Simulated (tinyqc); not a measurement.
Bandgap voltage reference from two bipolar transistors: output against temperature.

Two transistors of area 1 and N carry the same current I. Is(T) = Is (T/T0)^eta exp[(Vg0 q/kB)(1/T0 - 1/T)], VBE1 = Vt ln(I/Is(T)) + I rb, VBE2 = Vt ln(I/(N Is(T))) + I rb/N. The amplifier forces I R1(T) = VBE1 - VBE2 + Vos, with R(T) = R (1 + tc (T - T0)) for both resistors, and the output is Vref = VBE1 + I R2(T). Base currents and the Early effect are neglected.

Vt = kB T/q; I = (Vt ln N + Vos)/(R1(T) - rb (1 - 1/N)).

Inputs (values chosen for the exercise); values of the order met in silicon bipolar transistors:

| symbol | value | unit | meaning |
|---|---|---|---|
| T0 | 300 | K | reference temperature |
| Vg0 | 1.155 | V | band-gap voltage extrapolated to 0 K |
| eta | 4.2 |  | temperature exponent of the saturation current |
| Is | 5.5e-16 | A | saturation current of the unit transistor at T0 |
| N | 8 |  | area ratio of the second transistor |
| R1 | 33 | kohm | resistor across which the difference of VBE falls, at T0 |
| tc | 0 | ppm/K | temperature coefficient of both resistors |
| Vos | -0.5 | mV | offset of the amplifier |
| rb | 73 | ohm | series resistance of the unit transistor |
| R2 | 425.2 | kohm | output resistor at T0 |

Constants: q = 1.602176634e-19 C, kB = 1.380649e-23 J/K. Results are converted to the units shown.

Output against temperature:

| T (K) | I (uA) | VBE1 (V) | I R2 (V) | Vref (V) | Vref - Vref(T0) (mV) | dVref/dT (uV/K) |
|---|---|---|---|---|---|---|
| 218 | 1.1709 | 0.74447 | 0.49785 | 1.2423 | -8.9548 | 155.57 |
| 233 | 1.2525 | 0.71197 | 0.53255 | 1.2445 | -6.7604 | 137.22 |
| 253 | 1.3613 | 0.66822 | 0.57882 | 1.2470 | -4.2463 | 114.51 |
| 273 | 1.4701 | 0.62403 | 0.62509 | 1.2491 | -2.1686 | 93.527 |
| 298 | 1.6061 | 0.56822 | 0.68292 | 1.2511 | -0.13688 | 69.364 |
| 323 | 1.7421 | 0.51184 | 0.74076 | 1.2526 | 1.3158 | 47.149 |
| 348 | 1.8781 | 0.45493 | 0.79859 | 1.2535 | 2.2344 | 26.591 |
| 373 | 2.0142 | 0.39752 | 0.85642 | 1.2539 | 2.6572 | 7.4597 |
| 398 | 2.1502 | 0.33964 | 0.91426 | 1.2539 | 2.6177 | -10.430 |
| 423 | 2.2862 | 0.28134 | 0.97209 | 1.2534 | 2.1448 | -27.229 |

VBE1 falls by 2.26 mV/K on average and I R2 rises by 2.31 mV/K. The slope of Vref vanishes at T = 383 K. Between 233 and 398 K Vref spans 9.46 mV, or 45.8 ppm/K by the box method (span over the average over T, over 165 K).

Numbers from tinyqc (`OMP_NUM_THREADS=1 python tinyqc.py 2062003 2062004 out.jsonl`; about 0.02 s on one thread of a shared Intel Xeon 2.30GHz).
